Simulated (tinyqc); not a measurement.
Heavy doping: band filling, gap narrowing, band tails and the effective intrinsic density: one step, computed by the program tinyqc.

An n-type crystal above its Mott density, with all dopants ionised: n = N_D - N_A, ionised centres N_I = N_D + N_A. Valleys are taken as spherical with mass m_e.

Problem. Scales. n = N_D (1 - ratio); Ry* = Ry m_e/eps^2, a* = a_0 eps/m_e; r_s = (3/(4 pi n))^(1/3)/a*; k_F = (3 pi^2 n/M_c)^(1/3); Mott density (0.26/a*)^3.

Inputs (values chosen for the exercise, modelled on InAs): electron mass m_e = 0.0263 m_0; valleys M_c = 1; dielectric constant eps = 15.6; donor density N_D = 1.3e+18 cm^-3; compensation ratio N_A/N_D = 0.

Conduction band: parabolic.

Constants: a_0 = 0.529177210903 angstrom; Ry = 13.605693123 eV.

Give: n; Ry*; a*; r_s; k_F; Mott density.

Solution.

n = 1.30e+18 cm^-3

Ry* = 1.4704 meV

a* = 313.88 angstrom

r_s = 0.18109

k_F = 0.033764 1/angstrom

Mott density = 5.6834e+14 cm^-3
